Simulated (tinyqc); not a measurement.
Changing the trap density Q_t: grain-boundary trapping model (Seto) of a polycrystalline semiconductor film. Computed by tinyqc, a small Python program. Command: `OMP_NUM_THREADS=1 python tinyqc.py 3021324 3021325 out.jsonl poly sweep`. One thread of a shared host (Intel(R) Xeon(R) Processor @ 2.30GHz), about 0.01 s of CPU time with the checks.

Grains of equal size L are joined by thin boundaries with one trap level. Trapped carriers deplete a width W on each side and raise a barrier, crossed by thermionic emission. Dopants are fully ionised, statistics are non-degenerate and mu_g does not depend on T.

Inputs (values chosen for the exercise, modelled on polycrystalline silicon):
```
quantity                                     value        unit
permittivity eps                              11.7           -
effective mass m                              0.27         m_0
effective density of states at 300 K, N_c  2.8e+19      1/cm^3
grain size L                                   100          nm
trap level E_t below the band edge            0.21          eV
doping N                                   7.1e+18      1/cm^3
mobility inside the grains mu_g                220  cm^2/(V s)
temperature T                                  300           K
```

Grain interior: resistance included.

Constants: k_B = 8.617333262e-05 eV/K; e = 1.602176634e-19 C; eps_0 = 8.8541878128e-12 F/m; m_0 = 9.1093837015e-31 kg; k_B = 1.380649e-23 J/K.

Method:
- N_c(T) = N_c (T/300 K)^(3/2). Filled traps Q = Q_t/(1 + (1/2) exp((E_t* - E_F)/k_B T)), where E_t* = e V_B - E_t and E_F are counted from the band edge at the grain centre. Partial depletion: Q = 2 N W, V_B = e N W^2/(2 eps eps_0), E_F = k_B T ln(N/N_c); solve for W. If that W would exceed L/2 the grain is fully depleted: W = L/2, Q = N L, and E_F follows from the trap equation. Centre density n_0 = N_c exp(E_F/k_B T).
- Boundary: sigma_b = L e^2 n_0 exp(-e V_B/k_B T)/sqrt(2 pi m k_B T); drift through the grain, depleted parts included: rho_g = [(1 - 2W/L) + (2W/L) int_0^1 exp(y^2 s^2) ds]/(e n_0 mu_g); rho = 1/sigma_b + rho_g. Mean carrier density n_av = n_0 [(1 - 2W/L) + (2W/L) (sqrt(pi)/2) erf(y)/y], y = sqrt(e V_B/k_B T); effective mobility 1/(e n_av rho).
- E_a = d ln(rho)/d(1/k_B T) from T - 5 K and T + 5 K; temperature coefficient d ln(rho)/dT.

One run for each value; columns: (1) trap density Q_t (1/cm^2); (2) resistivity rho (ohm cm); (3) barrier V_B (V); (4) effective mobility (cm^2/(V s)); (5) activation energy E_a (eV):
```
(1)           (2)         (3)     (4)          (5)
4.10e+11  0.00444  4.5717e-04  197.87  -1.2523e-03
6.50e+11  0.00446  1.1490e-03  197.34  -1.2081e-03
1.00e+12  0.00449  2.7193e-03  196.08  -1.0934e-03
1.60e+12  0.00458  6.9599e-03  192.33  -6.8098e-04
2.60e+12  0.00493  1.8363e-02  179.50   1.3463e-03
4.10e+12  0.00679  4.5462e-02  132.24   1.4841e-02
6.60e+12  0.03752  1.0955e-01   24.69   1.1624e-01
1.00e+13  0.24811  1.6127e-01    3.81   2.0832e-01
1.60e+13  0.74468  1.9014e-01    1.28   2.2597e-01
```

Over the rows, resistivity rho (ohm cm) rises from 0.00444 to 0.745 (exponent d ln y / d ln x 0.0061 between the first rows and 2.3 between the last); barrier V_B (V) rises from 4.57e-4 to 0.190 (exponent d ln y / d ln x 2.0 between the first rows and 0.35 between the last); effective mobility (cm^2/(V s)) falls from 198 to 1.28 (exponent d ln y / d ln x -0.0059 between the first rows and -2.3 between the last). At the low end the exponent of barrier V_B is 2.00, close to 2: V_B = e Q_t^2/(8 eps eps_0 N). Lowering Q_t, as passivation does, from the last row to the first cuts rho by 2.2 decades.

Caution (all rows): E_F is within 2 k_B T of the band edge, so non-degenerate statistics fail, and tunnelling through so thin a barrier adds to the current. Caution (rows 4.10e11, 6.50e11, 1.00e12, 1.60e12, 2.60e12, 4.10e12): e V_B is below 2 k_B T, where the depletion approximation fails and the mean density does not balance the trapped charge.
